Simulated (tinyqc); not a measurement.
On-chip power grid, static voltage drop by conjugate gradients: one step of the calculation.

A grid of 3 rows and 4 columns, node k = 4 row + column. Neighbours in a row are joined by Rx, in a column by Ry; pad nodes, which reach the supply through Rp: 0. Each node draws I0, node 9 draws kh I0. The drops u = Vdd - V solve G u = i, with G the conductance matrix (1/Rp added on the diagonal at pad nodes).

Problem. Diagonal of G, loads and first direction. G_kk = sum of the conductances at node k. Start u = 0, so the residual is r = i; p = r.

Parameters, values chosen for the exercise:
- Rx = 0.2 ohm (resistance of a horizontal segment)
- Ry = 0.61 ohm (resistance of a vertical segment)
- Rp = 0.1 ohm (resistance from a pad node to the supply)
- I0 = 4.2 mA (load current of an ordinary node)
- kh = 3 (factor on the load at the hot node)

Find: G_kk; r at the start; p at the start.

Solution.

G_kk (S):

|  | col 0 | col 1 | col 2 | col 3 |
|---|---|---|---|---|
| row 0 | 16.64 | 11.64 | 11.64 | 6.639 |
| row 1 | 8.279 | 13.28 | 13.28 | 8.279 |
| row 2 | 6.639 | 11.64 | 11.64 | 6.639 |

r at the start (mA):

|  | col 0 | col 1 | col 2 | col 3 |
|---|---|---|---|---|
| row 0 | 4.200 | 4.200 | 4.200 | 4.200 |
| row 1 | 4.200 | 4.200 | 4.200 | 4.200 |
| row 2 | 4.200 | 12.60 | 4.200 | 4.200 |

p at the start (mA):

|  | col 0 | col 1 | col 2 | col 3 |
|---|---|---|---|---|
| row 0 | 4.200 | 4.200 | 4.200 | 4.200 |
| row 1 | 4.200 | 4.200 | 4.200 | 4.200 |
| row 2 | 4.200 | 12.60 | 4.200 | 4.200 |

Computed by the program tinyqc: `OMP_NUM_THREADS=1 python tinyqc.py 2770147 2770148 out.jsonl`, one thread of a shared Intel Xeon 2.30GHz, about 0.06 s for the whole run.
